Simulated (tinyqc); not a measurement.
Worked calculation: heavy doping: gap narrowing, degeneracy and the minority density. Values are carried at full precision from step to step, so a last printed digit may differ when a step is redone from the rounded ones.

Empirical narrowing (Slotboom form, constants chosen for the exercise; published fits of this form give the apparent narrowing, here it is taken as the true one): dEg = E0 [ln(N/N0) + sqrt(ln(N/N0)^2 + C)].

Constants: kB = 8.617333262e-05 eV/K; e^2/(4 pi eps0) = 14.39964547 eV angstrom.

Values chosen for the exercise (gap and densities of states near those of Si at this temperature; narrowing constants near the fits for Si; not measured data): N = 6.4e+18 1/cm^3 (ionised acceptors, equal to the majority density); E0 = 6.73 meV (narrowing scale); N0 = 1.2e+17 1/cm^3 (onset density); C = 0.5 (smoothing constant); Nv = 1.1e+19 1/cm^3 (valence-band density of states); Eg = 1.129 eV (gap); Nc = 2.76e+19 1/cm^3 (conduction-band density of states); T = 300 K; eps = 11.7 (dielectric constant); Mv = 1 (majority valleys).

## Gap narrowing

Evaluate at N.

ln(N/N0) = 3.9766
dEg (empirical fit) = 53.94 meV

Well above N0 each decade of doping adds 2 E0 ln 10 = 31.0 meV.

## Degeneracy of the majority band

F_j(eta) = (1/Gamma(j + 1)) integral_0^infinity x^j dx/(1 + exp(x - eta)), which tends to exp(eta) for eta << 0.

Majority: N = Nv F_1/2(eta), eta the distance of EF beyond the majority band edge in kT. Degeneracy factor gam = F_1/2(eta)/exp(eta). ni0^2 = Nc Nv exp(-Eg/kT); product n p = ni0^2 gam exp(dEg/kT), dEg the true narrowing; apparent narrowing dEa = dEg + kT ln gam; minority density = n p/N.

Solve for eta and form gam.

N/Nv = 0.5818
eta = -0.3375
gam = 0.8154

## Product and minority density

Combine both effects.

ni0 = 5.73e+09 1/cm^3
exp(dEg/kT) = 8.06
dEa = 48.7 meV
sqrt(n p) = 1.47e+10 1/cm^3
minority density = 33.7 1/cm^3

Narrowing multiplies the product by 8.06 and degeneracy by 0.815; together they change the minority density by a factor 6.57 against ni0^2/N.

## Two estimates of the size

Two physical estimates, e2 = e^2/(4 pi eps0), N in 1/angstrom^3: exchange shift at the Fermi level, Ex = (e2/eps) kF/pi with kF = (3 pi^2 N/Mv)^(1/3); screened-pair energy (Lanyon-Tuft), Es = (3/4)(e2/eps) qs with qs^2 = (4 pi e2 N/(eps kT)) F_-1/2(eta)/F_1/2(eta).

Evaluate both at N.

kF = 0.05744 1/angstrom
Ex = 22.50 meV
Es = 52.09 meV

Against the fitted dEg = 53.9 meV, Ex is 0.42 and Es 0.97 times as large; each keeps one mechanism only, and Ex assumes a strongly degenerate gas, while here eta is only -0.34.

## Checks

- Minority density against the Boltzmann occupation of the other band at the narrowed gap (1/cm^3): both 33.68.

Computed by tinyqc, a small Python program: `OMP_NUM_THREADS=1 python tinyqc.py 1650207 1650208 out.jsonl` (the numbers bound the seed that draws the inputs); one thread of a shared host (Intel(R) Xeon(R) Processor @ 2.30GHz), about 0.01 s for the whole set of steps.
